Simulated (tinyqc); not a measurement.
Energy and delay of logic against supply voltage: one step of the calculation.

One expression serves below and above threshold: I(Vg) = Ik [ln(1 + exp((Vg - VT + dd V)/(al nf Vt)))]^al, with I_on = I(V) and I_off = I(0). Gate delay td = kd C V/I_on, clock period LD td. Per gate and cycle the switching energy is act C V^2 and the leakage energy I_off V LD td. No short-circuit current, no variation. Minima are sought above 0.09 V; below a few Vt gates no longer switch and the model has no meaning.

Question. Currents, delay and energies. I_on, I_off, td, clock frequency 1/(LD td), both energies and their sum.

Values chosen for this exercise; values of the order met in logic technologies:

| symbol | value | unit | meaning |
|---|---|---|---|
| T | 300 | K | temperature |
| VT | 0.38 | V | threshold voltage at zero drain bias |
| nf | 1.3 |  | slope factor |
| dd | 0.03 |  | barrier lowering per volt of supply |
| Ik | 2.1 | uA | specific current of a gate |
| al | 1.8 |  | exponent of the current law |
| C | 0.55 | fF | load capacitance of a gate |
| kd | 0.6 |  | delay factor |
| LD | 12 |  | logic depth |
| act | 0.01 |  | activity factor |
| V | 0.66 | V | supply voltage |

Constants: q = 1.602176634e-19 C, kB = 1.380649e-23 J/K, Vt = kB T/q. Results are converted to the units shown.

Wanted: I_on; I_off; td; clock frequency; switching energy; leakage energy; energy.

Answer.

I_on = 37.54 uA
I_off = 0.04640 nA
td = 5.801 ps
clock frequency = 14.36 GHz
switching energy = 2.396 aJ
leakage energy = 0.002132 aJ
energy = 2.398 aJ

I_on/I_off = 8.09e5; leakage makes up 0.0889 % of the energy.

Numbers from tinyqc (`OMP_NUM_THREADS=1 python tinyqc.py 2082108 2082109 out.jsonl`; about 0.01 s on one thread of a shared Intel Xeon 2.30GHz).
